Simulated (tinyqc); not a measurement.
Jacobi rotations on a symmetric matrix, step by step. Computed by tinyqc, a small Python program that keeps every step. Settings: method = jacobi. Command: `OMP_NUM_THREADS=1 python tinyqc.py 22004 22005 out.jsonl` (the two numbers bound the seeds that draw the settings). One thread of a shared host (Intel(R) Xeon(R) Processor @ 2.60GHz), about 0.01 s of CPU time with the checks.

## Jacobi rotation 1

A:
```
,1,2,3,4,5
1,0.352000,-0.094000,-0.010000,-0.215000,0.025000
2,-0.094000,0.748000,0.146000,-0.075000,0.242000
3,-0.010000,0.146000,2.417000,-0.104000,-0.058000
4,-0.215000,-0.075000,-0.104000,2.630000,0.219000
5,0.025000,0.242000,-0.058000,0.219000,4.191000
```

Take the largest off-diagonal element A_pq; tan 2 theta = 2 A_pq / (A_qq - A_pp) with |theta| <= pi/4; A' = J^T A J with J_pp = J_qq = cos, J_pq = sin, J_qp = -sin.

p, q, theta (rad): 2.000000  5.000000  0.069830

A':
```
,1,2,3,4,5
1,0.352000,-0.095515,-0.010000,-0.215000,0.018380
2,-0.095515,0.731074,0.149691,-0.090098,0.000000
3,-0.010000,0.149691,2.417000,-0.104000,-0.047672
4,-0.215000,-0.090098,-0.104000,2.630000,0.213233
5,0.018380,0.000000,-0.047672,0.213233,4.207926
```

## Jacobi rotation 2

As before.

p, q, theta (rad): 1.000000  4.000000  -0.093283

A':
```
,1,2,3,4,5
1,0.331886,-0.103492,-0.019644,0.000000,0.038163
2,-0.103492,0.731074,0.149691,-0.080809,0.000000
3,-0.019644,0.149691,2.417000,-0.102616,-0.047672
4,0.000000,-0.080809,-0.102616,2.650114,0.210594
5,0.038163,0.000000,-0.047672,0.210594,4.207926
```

## Jacobi rotation 3

As before.

p, q, theta (rad): 4.000000  5.000000  0.132029

A':
```
,1,2,3,4,5
1,0.331886,-0.103492,-0.019644,-0.005024,0.037831
2,-0.103492,0.731074,0.149691,-0.080105,-0.010638
3,-0.019644,0.149691,2.417000,-0.095447,-0.060766
4,-0.005024,-0.080105,-0.095447,2.622147,0.000000
5,0.037831,-0.010638,-0.060766,0.000000,4.235894
```

## All rotations

The off-diagonal norm falls at every rotation.

Rotations:
```
step,p,q,theta,off-diagonal norm
1,2,5,0.069830,5.38e-01
2,1,4,-0.093283,4.44e-01
3,4,5,0.132029,3.30e-01
4,2,3,0.087873,2.53e-01
5,3,4,-0.408166,2.07e-01
6,1,2,-0.241813,1.50e-01
7,2,4,-0.033880,1.18e-01
8,3,5,-0.030459,8.65e-02
9,1,5,0.009284,6.94e-02
10,1,3,-0.015953,5.12e-02
11,4,5,0.015761,3.74e-02
...,...,...,...,...
14,1,4,-0.003951,2.43e-03
15,3,4,0.005690,8.55e-04
16,1,2,-0.001216,4.16e-04
17,2,4,0.000116,2.72e-04
18,1,5,-0.000038,1.70e-04
19,3,5,-0.000064,1.88e-05
20,1,3,0.000006,2.79e-06
21,2,3,-1.04e-06,1.37e-06
22,4,5,-5.65e-07,5.53e-07
23,1,4,1.46e-07,2.58e-07
24,2,5,5.22e-08,1.25e-09
```

eigenvalues: 0.305979  0.740359  2.385103  2.668172  4.238388
